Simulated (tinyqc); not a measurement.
What moves the results: k.p theory built from an empirical-pseudopotential calculation at Gamma. A value that a table varies takes the place of the one given here.

Empirical pseudopotential on the fcc lattice, atoms at +/- tau, tau = a (1,1,1)/8, no spin-orbit coupling. H(G,G') = c (2 pi/a)^2 |k + G|^2 delta + VS(q) cos(q.tau) + i VA(q) sin(q.tau), q = G - G', c = hbar^2/2m0; k and G in units of 2 pi/a; VS at |q|^2 = 3, 8, 11 and VA at 3, 4, 11, in rydberg, zero elsewhere. The basis is fixed: all 59 G with |G|^2 up to Gcut. Energies are counted from the fourth level at Gamma.

k.p in the lowest n states at Gamma: H_nm = (E_n + c k^2) delta + 2 c k.<n|G|m>, k in 1/angstrom; with all states of the basis it is exact.

Empirical pseudopotential on the fcc lattice, atoms at +/- tau, tau = a (1,1,1)/8, no spin-orbit coupling. H(G,G') = c (2 pi/a)^2 |k + G|^2 delta + VS(q) cos(q.tau) + i VA(q) sin(q.tau), q = G - G', c = hbar^2/2m0; k and G in units of 2 pi/a; VS at |q|^2 = 3, 8, 11 and VA at 3, 4, 11, in rydberg, zero elsewhere. The basis holds all G with |G|^2 up to a cut-off. Energies are counted from the fourth level at Gamma.

For a multiplet A of d_A states, W(B) = (4 c/(3 d_A)) sum over n in A, m in B and i = x, y, z of |<n|G_i|m>|^2 (G in 1/angstrom, <n|G_i|m> = sum_G c_n(G)* G_i c_m(G)); the mean inverse mass of A is 1 + sum_B W(B)/(E_A - E_B). Multiplets with W = 0 are left out.

Valence parameters: D(u) = c + 4 c^2 sum_m <n|u.G|m><m|u.G|n'>/(0 - E_m) on the valence triplet, in units of c, has eigenvalues L, M, M along [100] and (L + 2M + 2N)/3, (L + 2M - N)/3 twice along [111]; g1 = -(L + 2M)/3, g2 = -(L - M)/6, g3 = -N/6.

Constants: hbar^2/2m0 = 3.80998211 eV angstrom^2; Ry = 13.60569312 eV.

Parameters, chosen for this exercise (near those of Si; shifted at random, so the results belong to these values and not to a real crystal): a = 5.432 angstrom (lattice constant); VS = (-0.214, 0.041, 0.081) Ry (symmetric form factors); VA = (0, 0, 0) Ry (antisymmetric form factors); Gcut = 12 (2 pi/a)^2 (largest |G|^2 of the fixed basis); VS3 = -0.214 Ry; VS8 = 0.041 Ry; VS11 = 0.081 Ry; VA3 = 0 Ry; VA4 = 0 Ry; VA11 = 0 Ry.

## How many bands a k.p model needs: band 5 from Gamma to K

Band 5 (counted from below) at k = f (0.75, 0.75, 0) 2 pi/a; n ends on whole multiplets.

Energies (eV):

| f | n = 8 | n = 15 | n = 27 | n = 59 (exact) |
|---|---|---|---|---|
| 0.000 | 3.475 | 3.475 | 3.475 | 3.475 |
| 0.125 | 3.565 | 3.529 | 3.527 | 3.526 |
| 0.250 | 3.834 | 3.739 | 3.731 | 3.728 |
| 0.375 | 4.282 | 3.894 | 3.891 | 3.884 |
| 0.500 | 4.909 | 3.700 | 3.697 | 3.685 |
| 0.625 | 5.716 | 3.218 | 3.215 | 3.193 |
| 0.750 | 6.701 | 2.637 | 2.633 | 2.598 |
| 0.875 | 7.866 | 2.100 | 2.094 | 2.044 |
| 1.000 | 9.210 | 1.672 | 1.663 | 1.593 |

How do the results move?

With n = 8 the band stays within 0.05 eV of the exact one up to f = 0.125 (error at K: +7.617 eV). With n = 15 the band stays within 0.05 eV of the exact one up to f = 0.750 (error at K: +0.079 eV). With n = 27 the band stays within 0.05 eV of the exact one up to f = 0.750 (error at K: +0.070 eV). A smaller basis can only raise a level. The exact band has its minimum on these points at f = 1.000; n = 8 puts it at f = 0.000.

## Convergence with the plane-wave basis

E_s is the lowest empty singlet, Ep its W to the valence triplet, m its mass.

Results:

| cut-off | plane waves | E_s (eV) | Ep (eV) | m (m0) | g1 | g2 | g3 |
|---|---|---|---|---|---|---|---|
| 8 | 27 | 3.953 | 21.46 | 0.1561 | 4.30 | 0.42 | 1.51 |
| 11 | 51 | 4.039 | 21.32 | 0.1599 | 4.21 | 0.47 | 1.43 |
| 12 | 59 | 4.012 | 21.30 | 0.1592 | 4.35 | 0.44 | 1.47 |
| 16 | 65 | 4.012 | 21.30 | 0.1592 | 4.39 | 0.43 | 1.48 |
| 19 | 89 | 3.991 | 21.37 | 0.1581 | 4.36 | 0.45 | 1.48 |
| 20 | 113 | 3.957 | 21.42 | 0.1567 | 4.36 | 0.46 | 1.48 |
| 24 | 137 | 3.960 | 21.43 | 0.1567 | 4.36 | 0.46 | 1.49 |

What does this show, and why?

Against the last row, E_s errs most, by +0.080 eV, at cut-off 11, and by -0.003 eV in the last row but one. Ep varies by 0.7 % over the table and m by 2.4 %: the mass, near E_s/Ep, inherits the errors of both. Local form factors fix the converged values only roughly. The gap is a difference of two levels, so it need not converge steadily, and here it does not.

## What each form factor does (empirical-pseudopotential levels)

Lowest empty singlet and triplet at Gamma and the valence width there (fixed basis); lowest empty level at X = (1,0,0) and L = (1/2,1/2,1/2) from the valence top, these levels and that top with all |k + G|^2 up to 21. Singlet and triplet count orbital degeneracy. VS3 is VS at |q|^2 = 3, and so on. The row for a keeps the form factors fixed, so it is no model of a real expansion, which changes them too. Each row changes one parameter from the base and keeps the others.

Results:

| case | singlet (eV) | triplet (eV) | X (eV) | L (eV) | width (eV) |
|---|---|---|---|---|---|
| base | 4.012 | 3.475 | 1.067 | 1.971 | 12.673 |
| a = 5.486 angstrom | 4.028 | 3.501 | 1.196 | 2.043 | 12.369 |
| VS3 = -0.224 Ry | 3.949 | 3.619 | 1.309 | 2.067 | 12.619 |
| VS8 = 0.031 Ry | 3.522 | 3.532 | 0.982 | 1.739 | 12.744 |
| VS11 = 0.071 Ry | 3.504 | 3.242 | 0.802 | 1.643 | 12.842 |
| VA3 = 0.03 Ry | 4.047 | 3.496 | 0.808 | 1.966 | 12.676 |
| VA4 = 0.03 Ry | 3.880 | 3.558 | 0.626 | 2.013 | 12.664 |
| VA11 = 0.03 Ry | 3.866 | 3.429 | 0.779 | 1.912 | 12.693 |

How do the results move?

The largest shifts from the base row, up to three for each result and ties (the steps differ in size, so this ranks the rows, not the parameters). singlet (eV): VS11 -0.508, VS8 -0.490, VA11 -0.146. triplet (eV): VS11 -0.233, VS3 +0.144, VA4 +0.082. X (eV): VA4 -0.441, VA11 -0.288, VS11 -0.265. L (eV): VS11 -0.328, VS8 -0.232, VS3 +0.096. width (eV): a -0.304, VS11 +0.169, VS8 +0.071. In a diamond crystal a small VA enters the levels at Gamma and L only in second order, by symmetry, but splits the degenerate pair at X in first order.

Computed by tinyqc, a small Python program: `OMP_NUM_THREADS=1 python tinyqc.py 1051508 1051509 out.jsonl` (the numbers bound the seed that draws the inputs); one thread of a shared host (Intel(R) Xeon(R) Processor @ 2.30GHz), about 0.3 s for the whole set of steps.
